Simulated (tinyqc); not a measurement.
Electron continuity equation in a given potential, Scharfetter-Gummel discretisation: one step of the calculation.

Steady state in one dimension: J = q mu n E + q D dn/dx with E = -dpsi/dx and D = mu Vt, dJ/dx = 0, fixed densities nL and nR at the ends. The potential is given, psi = U (x/L)^2, and is not changed by the electrons.

Question. Bernoulli factors. d_i = (psi_(i+1) - psi_i)/Vt; B(d) = d/(exp(d) - 1), B(0) = 1. The flux on interval i is J_i = (q D/h) [n_(i+1) B(d_i) - n_i B(-d_i)].

Parameters, values chosen for the exercise: temperature T = 450 K.

Constants: q = 1.602176634e-19 C, kB = 1.380649e-23 J/K, Vt = kB T/q. Results are converted to the units shown.

| node | psi (V) |
|---|---|
| 0 | 0.00000000 |
| 1 | 0.00131944 |
| 2 | 0.00527778 |
| 3 | 0.01187500 |
| 4 | 0.02111111 |
| 5 | 0.03298611 |
| 6 | 0.04750000 |
| 7 | 0.06465278 |
| 8 | 0.08444444 |
| 9 | 0.10687500 |
| 10 | 0.13194444 |
| 11 | 0.15965278 |
| 12 | 0.19000000 |

Find: d_i; B(d_i); B(-d_i).

Answer.

| interval | d_i | B(d_i) | B(-d_i) |
|---|---|---|---|
| 0 | 0.0340 | 0.9831 | 1.017 |
| 1 | 0.1021 | 0.9498 | 1.052 |
| 2 | 0.1701 | 0.9173 | 1.087 |
| 3 | 0.2382 | 0.8856 | 1.124 |
| 4 | 0.3062 | 0.8547 | 1.161 |
| 5 | 0.3743 | 0.8245 | 1.199 |
| 6 | 0.4423 | 0.7951 | 1.237 |
| 7 | 0.5104 | 0.7664 | 1.277 |
| 8 | 0.5784 | 0.7385 | 1.317 |
| 9 | 0.6465 | 0.7113 | 1.358 |
| 10 | 0.7145 | 0.6849 | 1.399 |
| 11 | 0.7826 | 0.6592 | 1.442 |

The largest |d_i| is 0.783, below 2, so central differences would also keep densities positive.

Computed by the program tinyqc: `OMP_NUM_THREADS=1 python tinyqc.py 2220006 2220007 out.jsonl`, one thread of a shared Intel Xeon 2.30GHz, about 0.01 s for the whole run.
